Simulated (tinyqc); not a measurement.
Worked calculation: Heisenberg magnet: exchange from energy differences, ordering vector, linear spin waves and ordering temperature. Computed by tinyqc, a small Python program that keeps every step. Command: `OMP_NUM_THREADS=1 python tinyqc.py 3011936 3011937 out.jsonl magnon walk`. One thread of a shared host (Intel(R) Xeon(R) Processor @ 2.30GHz), about 0.02 s of CPU time with the checks. Intermediate numbers are printed to about 6 digits and carried at full precision; extremes and crossings named in words are read from the listed rows.

H = -sum over pairs <ij> J_ij S_i.S_j - K sum_i (S_i^z)^2, each pair once, J > 0 ferromagnetic. First neighbours: 4 at a (1, 0), second: 4 at a (1, 1), with all permutations and signs.

Inputs (values chosen for the exercise, for a model magnet): exchange J1 = -3.62 meV; exchange J2 = 1.4 meV; spin S = 2; single-ion anisotropy K = 0.0077 meV; lattice constant a = 4.5 angstrom; mesh divisions n = 60; temperature T = 92 K.

Lattice: square. Order: Neel (nearest neighbours antiparallel).

wave vector q (2 pi/a): [0.28, 0.28]

Constants: h x 1 THz = 4.135667696 meV; k_B = 8.617333262e-05 eV/K.

## Energies of ordered states

J(q) = J1 g1(q) + J2 g2(q), g_s(q) = sum over shell s of cos(q.R). A classical spiral or collinear state of wave vector Q has the exchange energy -(S^2/2) J(Q) per site.

States, Q in 2 pi/a:
```
Q             g1  g2  energy (meV/site)
G (0, 0)       4   4              17.76
X (0.5, 0)     0  -4              11.20
M (0.5, 0.5)  -4   4             -40.16
```

The lowest of these is M (0.5, 0.5), 51.360 meV per site below X (0.5, 0).

## Back from energy differences to J1 and J2

Subtract the first row of the table from the second and third: dE = -(S^2/2)(dg1 J1 + dg2 J2), two equations for two unknowns, as in mapping total energies onto a spin model.

coefficients, columns J1, J2:
```
[[8, 16],
 [16, 0]]
```

energy differences (meV/site): [-6.56, -57.92]

J1, J2 (meV): [-3.62, 1.40]

## Magnon energy at q

g_s(q) = sum over shell s of cos(q.R), z1 = g1(0). A(q) = S [-J1 g1(0) + J2 (g2(0) - g2(q))] + (2S - 1) K, B(q) = S J1 g1(q), E(q) = sqrt(A^2 - B^2). The factor 2S - 1 removes the anisotropy for S = 1/2.

g1(q) = -0.749525

g2(q) = 0.140447

E(q) = 39.4181 meV

frequency = 9.53125 THz

## Long waves and the gap

sum R_x^2 over the shells is s1 = 2 a^2 and s2 = 4 a^2. Without K, E = c q with c = S sqrt(z1 |J1| (|J1| s1 + J2 s2)); the gap is E(0) = sqrt(k (k + 2 S z1 |J1|)), k = (2S - 1) K.

spin-wave velocity c = 122.718 meV angstrom

gap = 1.15693 meV

Exchange enhances the gap to 50.1 times (2S - 1) K, the geometric mean of anisotropy and exchange.

## Dispersion

The formulas are those given above.

Energies (meV); X = (0.5, 0), M = (0.5, 0.5) in 2 pi/a:
```
line  fraction of the way     E(q)  sqrt(gap^2 + c^2 q^2)
G-X                  0.10   8.6000                 8.6451
G-X                  0.25  20.7343                21.4496
G-X                  0.50  37.4835                42.8524
G-X                  0.75  47.9154                64.2656
G-X                  1.00  51.3831                85.6813
G-M                  0.10  12.0235                12.1712
G-M                  0.20  23.0298                24.2597
G-M                  0.30  32.0768                36.3666
G-M                  0.40  38.0761                48.4781
G-M                  0.50  40.1831                60.5914
```

At the end of the G-X rows the long-wave form is 1.67 times the true energy. At the end of the G-M rows the long-wave form is 1.51 times the true energy. It holds to 5 % in 3 of the ten rows; nearer the zone boundary the cosine flattens the band.

## Loss of moment

Mesh: q = sum_i (m_i + 1/2)/n b_i, m_i = 0..n-1, b = [[1, 0], [0, 1]] in 2 pi/a; <..> is the mean over the mesh. n = 1/(exp(E/(k_B T)) - 1); zero-point loss <A/(2E) - 1/2>, thermal loss <(A/E) n>; moment = S less the losses.

zero-point loss = 0.118860

thermal loss = 0.191642

moment <S^z> = 1.68950

Zero-point motion removes 5.9 % of S. The thermal loss is 9.58 % of S. Caution: doubling the mesh changes the thermal sum by more than 3 %, so it is not fully converged.

## Ordering temperature

K left out. Mean field: k_B T = S (S + 1) J(Q)/3 at the ordering vector Q; random-phase (Tyablikov): k_B T = [S (S + 1)/3] / <1/(J(Q) - J(q))>, which diverges in two dimensions and gives 0; Curie-Weiss theta = S (S + 1) J(0)/(3 k_B).

mean-field ordering temperature = 466.037 K

random-phase ordering temperature = 0 K

Curie-Weiss temperature = -206.096 K

|theta|/T(mean field) = 0.44: below 1, as the ferromagnetic J2 helps the order.

Checks made by the program: the long-wave formula against the dispersion (relative difference 2e-06).
